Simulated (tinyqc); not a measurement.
## Capacitances against the distance to each plane

Endless row of lines of width wl, height tl and space sl between grounded planes at distance hd; e2 fills the gaps beside the lines, e1 the rest. Laplace's equation is solved on meshes of 3, 6 and 12 steps per unit u and extrapolated (Aitken), which is good to about 0.2 %. C_even (all lines at 1 V) is the capacitance Cg to the planes; C_odd (neighbours in antiphase) = Cg + 4 Cc if only nearest neighbours couple, which defines Cc; total with quiet neighbours Cg + 2 Cc. Plate values 2 eps0 e1 wl/hd and eps0 e2 tl/sl.

Values chosen for this exercise: relative permittivity above and below the lines e1 = 3; relative permittivity between the lines e2 = 2.7; line width, in units u wl = 6 u; line height tl = 10 u; space between lines sl = 8 u.

Constants: eps0 = 8.8541878128e-12 F/m. Results are converted to the units shown.

The same in every row: plate Cc (aF/um) = 29.9.

Result of one run:

| hd (u) | Cg (aF/um) | Cc (aF/um) | Cg + 2 Cc (aF/um) | C_odd (aF/um) | plate Cg (aF/um) | share of coupling, 2 Cc/(Cg + 2 Cc) (%) |
|---|---|---|---|---|---|---|
| 6 | 109 | 31.4 | 172 | 234 | 53.1 | 36.6 |

What becomes of these results when the distance to each plane hd is changed from 6 to 8 u, all else the same?

Result of the changed run:

| hd (u) | Cg (aF/um) | Cc (aF/um) | Cg + 2 Cc (aF/um) | C_odd (aF/um) | plate Cg (aF/um) | share of coupling, 2 Cc/(Cg + 2 Cc) (%) |
|---|---|---|---|---|---|---|
| 8 | 84.1 | 35.5 | 155 | 226 | 39.8 | 45.8 |

The whole series:

| hd (u) | Cg (aF/um) | Cc (aF/um) | Cg + 2 Cc (aF/um) | C_odd (aF/um) | plate Cg (aF/um) | share of coupling, 2 Cc/(Cg + 2 Cc) (%) |
|---|---|---|---|---|---|---|
| 2 | 271 | 18.8 | 309 | 346 | 159 | 12.2 |
| 3 | 196 | 22.7 | 241 | 286 | 106 | 18.8 |
| 4 | 154 | 26.0 | 206 | 258 | 79.7 | 25.2 |
| 5 | 127 | 28.9 | 185 | 243 | 63.8 | 31.2 |
| 6 | 109 | 31.4 | 172 | 234 | 53.1 | 36.6 |
| 8 | 84.1 | 35.5 | 155 | 226 | 39.8 | 45.8 |
| 10 | 68.6 | 38.6 | 146 | 223 | 31.9 | 52.9 |

As hd goes from 2 to 10, Cg falls from 271 to 68.6 aF/um, Cc rises from 18.8 to 38.6 aF/um and the share of coupling rises from 12.2 to 52.9 %. Cg is 1.70 times its plate value in the first row and 2.15 times in the last; for Cc the ratios are 0.629 and 1.29. Neighbours in antiphase raise the load by a factor of 1.12 and 1.53 over quiet ones.

tinyqc, about 1 s, one thread, Intel Xeon 2.30GHz (shared host): `OMP_NUM_THREADS=1 python tinyqc.py 2790224 2790225 out.jsonl`
